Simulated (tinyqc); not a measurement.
Ellipsometry and reflectance of a transparent film on an absorbing substrate: one step of the calculation.

Air (index 1), film, substrate with N2 = n2 - i k2; time factor exp(+i w t). q_j = sqrt(N_j^2 - sin^2 th), root with positive real part. Fresnel coefficients r_s = (q_a - q_b)/(q_a + q_b), r_p = (N_b^2 q_a - N_a^2 q_b)/(N_b^2 q_a + N_a^2 q_b). tan(Psi) exp(i Delta) = R_p/R_s, Delta taken from 0 to 360 degrees.

Task. Psi, Delta and reflectances. beta = 2 pi d q1/lam, X = exp(-2 i beta), R = (r01 + r12 X)/(1 + r01 r12 X) for p and s.

Values chosen for this exercise: wavelength lam = 546.1 nm; film thickness d = 66 nm.

q1 = 1.3294216
r01,p = -0.18915680
r01,s = -0.59074835
r12,p = 0.35609308-0.00312742i
r12,s = -0.49890793+0.00300828i

Find: beta; X; R_p; R_s; Psi; Delta; |R_p|^2; |R_s|^2.

Result.

beta = 1.0095 rad
X = -0.43338-0.90121i
R_p = -0.35330-0.28960i
R_s = -0.53425+0.35240i
Psi = 35.519 degrees
Delta = 72.751 degrees
|R_p|^2 = 0.20869
|R_s|^2 = 0.40961

The bare substrate gives Psi = 12.01 and Delta = 178.97 degrees.

Program tinyqc, `OMP_NUM_THREADS=1 python tinyqc.py 2870136 2870137 out.jsonl`; Intel Xeon 2.30GHz, shared host, one thread, about 0.4 s.
